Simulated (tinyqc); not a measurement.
Inside a calculation. Model: frequency dispersion of an accumulation capacitance by border traps, distributed model.

Numbers from tinyqc (`OMP_NUM_THREADS=1 python tinyqc.py 2202185 2202186 out.jsonl`; about 0.3 s on one thread of a shared Intel Xeon 2.30GHz). Printed values are rounded.

Traps spread evenly through the insulator exchange electrons with the semiconductor by tunnelling, with tau(x) = t0 exp(2 ka x) at depth x from the interface. The admittance per area Y seen at depth x obeys dY/dx = -Y^2/(i w eps0 eox) + q Nb ln(1 + i w tau)/tau, with Y(0) = i w Cs and w = 2 pi f; the gate sees Y(tox) = G + i w C. Working variable y = Y/(i w), in uF/cm^2. Cox = eps0 eox/tox.

Values chosen for this exercise; permittivity close to that of aluminium oxide:
- eox = 8.31 (relative permittivity of the insulator)
- tox = 3.4 nm (insulator thickness)
- Cs = 1.8 uF/cm^2 (semiconductor capacitance in accumulation)
- Nb = 5.1e18 cm^-3 eV^-1 (density of border traps)
- ka = 5.5 1/nm (decay constant of the wave function in the insulator)
- t0 = 5e-11 s (time constant of a trap at the interface)
- f = 1000 Hz (frequency)
- xe = 1.8 nm (depth down to which the steps are taken)

Constants: q = 1.602176634e-19 C, eps0 = 8.8541878128e-14 F/cm where lengths are in cm. Results are converted to the units shown.

## Scales and lumped estimate

Cox; trap-free value 1/(1/Cox + 1/Cs); response depth d = ln(1/(w t0))/(2 ka), where w tau = 1; lumped estimate: all traps within d act as C_bt = q Nb d placed at d/2, so C = 1/{1/[1/(1/Cs + d/(2 eps0 eox)) + C_bt] + (tox - d/2)/(eps0 eox)}.

Cox = 2.16407 uF/cm^2
trap-free C = 0.982658 uF/cm^2
d = 1.36122 nm
C_bt = 0.111226 uF/cm^2
lumped C = 1.02661 uF/cm^2

The traps within reach amount to 0.0618 Cs and lie in the first 40.0 % of the insulator.

## Midpoint steps through the active depth

In terms of y: dy/dx = -y^2/(eps0 eox) + s(x), s = q Nb ln(1 + z)/z, z = i w tau. 11 midpoint steps of h = xe/11: y_half = y + (h/2) y'(x, y), y(new) = y + h y'(x + h/2, y_half).

```
point    x (nm)      s (uF/(cm^2 nm))       y (uF/cm^2)
0             0  0.0817110+0.0000000i  1.80000+0.00000i
1      0.163636  0.0817110-0.0000001i  1.74364+0.00000i
2      0.327273  0.0817110-0.0000005i  1.69149+0.00000i
3      0.490909  0.0817110-0.0000028i  1.64310+0.00000i
4      0.654545  0.0817110-0.0000172i  1.59813+0.00000i
5      0.818182  0.0817108-0.0001040i  1.55623-0.00001i
6      0.981818  0.0817045-0.0006291i  1.51713-0.00005i
7       1.14545  0.0814758-0.0037899i  1.48057-0.00030i
8       1.30909  0.0744070-0.0199968i  1.44613-0.00175i
9       1.47273  0.0308062-0.0303838i  1.40984-0.00671i
10      1.63636  0.0060304-0.0119938i  1.36917-0.00955i
11          1.8  0.0010233-0.0031604i  1.32912-0.00998i
```

## Capacitance and conductance at the gate

y at xe = 1.32912-0.00998i uF/cm^2

Beyond xe the traps are ignored, so 1/y(tox) = 1/y(xe) + (tox - xe)/(eps0 eox); C = Re y, G/w = -Im y, loss tangent G/(w C).

y at the gate = 1.03111-0.00600i uF/cm^2
C = 1.03111 uF/cm^2
G/w = 0.00600340 uF/cm^2
loss tangent = 0.00582225

A fine integration over the whole insulator gives C = 1.0311 and G/w = 0.006176 uF/cm^2; the coarse G/w is 2.8 % below that. The fine C is 4.9 % above the trap-free value, and the lumped estimate is 0.43 % below the fine result.
